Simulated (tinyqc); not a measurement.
Comparisons within one model: configuration-coordinate model of carrier capture at a defect. A value that a table varies takes the place of the one given here.

Two parabolas of equal curvature k in one coordinate Q: with the carrier free at the band edge, U_f = k Q^2/2; with the carrier trapped, U_t = k (Q - dQ)^2/2 - ET. ER = k dQ^2/2, Huang-Rhys factor S = ER/hw, hw = 0.0646541 sqrt(k/M) eV for k in eV/angstrom^2 and M in u. The curves cross at a height Eb = (ER - ET)^2/(4 ER) above the free minimum.

Multiphonon factor for giving p = ET/hw phonons to the lattice: W = exp(-S (2 nb + 1)) ((nb + 1)/nb)^(p/2) I_p(x), nb = 1/(exp(hw/kT) - 1), x = 2 S sqrt(nb (nb + 1)), I_p the modified Bessel function. Classical limit: W = hw exp(-Eb/kT)/sqrt(4 pi ER kT). At T = 0: exp(-S) S^p/Gamma(p + 1).

Constants: kB = 8.617333262e-05 eV/K.

Parameters, chosen for this exercise (of the size met at a vacancy centre in SiC; not measured data):

| symbol | value | unit | meaning |
|---|---|---|---|
| ET | 1.1 | eV | thermal depth of the level below the band edge |
| ER | 0.32 | eV | relaxation energy |
| hw | 0.053 | eV | phonon energy of the mode |
| T | 200 | K | temperature |

## Capture against temperature

The local activation energy is -d ln W/d(1/kT), by central differences with T changed by 1 %.

Against T:

| T (K) | kT/hw | log10 W | log10 W, classical | activation energy (eV) |
|---|---|---|---|---|
| 40 | 0.065 | -5.797 | -60.233 | 0.0000 |
| 60 | 0.098 | -5.797 | -40.359 | 0.0000 |
| 80 | 0.130 | -5.795 | -30.441 | 0.0003 |
| 120 | 0.195 | -5.771 | -20.547 | 0.0033 |
| 160 | 0.260 | -5.701 | -15.619 | 0.0118 |
| 220 | 0.358 | -5.520 | -11.605 | 0.0341 |
| 300 | 0.488 | -5.208 | -8.769 | 0.0732 |
| 400 | 0.650 | -4.802 | -6.835 | 0.1247 |
| 550 | 0.894 | -4.264 | -5.271 | 0.1926 |

log10 W at T = 0 = -5.797
Eb = 0.4753 eV

At 40 K log10 W is -5.80, against -5.80 at T = 0 and -60.2 classically; at 550 K the two forms differ by +1.01. The activation energy read from an Arrhenius plot goes from 0.000 eV at 40 K to 0.193 at 550 K, with its largest value 0.193 at 550 K, against Eb = 0.475 eV; the classical form itself gives Eb - kT/2. A measured slope therefore understates the barrier.

## Capture against depth of the level

ET is varied at fixed ER, hw and T, as by moving the band edge with alloying or pressure.

Against ET:

| ET/ER | ET (eV) | Eb (eV) | log10 W | log10 W, classical |
|---|---|---|---|---|
| 0.10 | 0.032 | 0.0648 | -1.922 | -2.329 |
| 0.25 | 0.080 | 0.0450 | -1.500 | -1.830 |
| 0.50 | 0.160 | 0.0200 | -1.054 | -1.200 |
| 0.75 | 0.240 | 0.0050 | -0.844 | -0.822 |
| 1.00 | 0.320 | 0.0000 | -0.813 | -0.696 |
| 1.25 | 0.400 | 0.0050 | -0.925 | -0.822 |
| 1.50 | 0.480 | 0.0200 | -1.154 | -1.200 |
| 2.00 | 0.640 | 0.0800 | -1.901 | -2.712 |
| 3.00 | 0.960 | 0.3200 | -4.268 | -8.760 |

Capture is fastest at ET/ER = 1 among these rows, where the barrier vanishes or nearly so. The classical form is symmetric about ET = ER; the quantum one gives -1.05 at 0.5 and -1.15 at 1.5, against -1.20 for both. At ET = 3 ER it lies 4.5 decades above the classical value: deep levels capture by emitting many phonons, and the rate falls with depth by 7.4 decades per eV between the last two rows. Rows deeper than the gap of the host are formal.

## Phonon side bands at T = 0

Weights exp(-S) S^j/j! of the line with j phonons, S = ER/hw; absorption at ET + j hw, emission at ET - j hw (a dash if negative).

Lines:

| j | weight | absorption (eV) | emission (eV) |
|---|---|---|---|
| 0 | 0.00239 | 1.100 | 1.100 |
| 1 | 0.01441 | 1.153 | 1.047 |
| 2 | 0.04351 | 1.206 | 0.994 |
| 3 | 0.08756 | 1.259 | 0.941 |
| 4 | 0.13217 | 1.312 | 0.888 |
| 5 | 0.15960 | 1.365 | 0.835 |
| 6 | 0.16060 | 1.418 | 0.782 |
| 7 | 0.13853 | 1.471 | 0.729 |
| 8 | 0.10455 | 1.524 | 0.676 |
| 9 | 0.07014 | 1.577 | 0.623 |
| 10 | 0.04235 | 1.630 | 0.570 |
| 11 | 0.02324 | 1.683 | 0.517 |
| 12 | 0.01169 | 1.736 | 0.464 |
| 13 | 0.00543 | 1.789 | 0.411 |

The zero-phonon line holds 0.239 % of the band and the largest weight falls on j = 6, next to S = 6.04; the lines listed add to 0.9962.

## What each parameter does

Eb, log10 W and the full width 2.35482 sqrt(ER hw coth(hw/2kT)). Each row changes one parameter from the base and keeps the others.

Results:

| case | Eb (eV) | log10 W | full width (eV) |
|---|---|---|---|
| base | 0.4753 | -5.588 | 0.3212 |
| ET = 1.14 eV | 0.5253 | -5.992 | 0.3212 |
| ER = 0.37 eV | 0.3601 | -4.717 | 0.3454 |
| hw = 0.0636 eV | 0.4753 | -4.875 | 0.3444 |
| T = 230 K | 0.4753 | -5.484 | 0.3286 |

The largest shifts from the base row, up to three for each result and ties (the steps differ in size, so this ranks the rows, not the parameters). Eb (eV): ER -0.1152, ET +0.0500; unchanged at the printed digits by hw and T. log10 W: ER +0.872, hw +0.714, ET -0.404. full width (eV): ER +0.0242, hw +0.0233, T +0.0074; unchanged at the printed digits by ET.

Computed by tinyqc, a small Python program: `OMP_NUM_THREADS=1 python tinyqc.py 1450956 1450957 out.jsonl` (the numbers bound the seed that draws the inputs); one thread of a shared host (Intel(R) Xeon(R) Processor @ 2.30GHz), about 0.01 s for the whole set of steps.
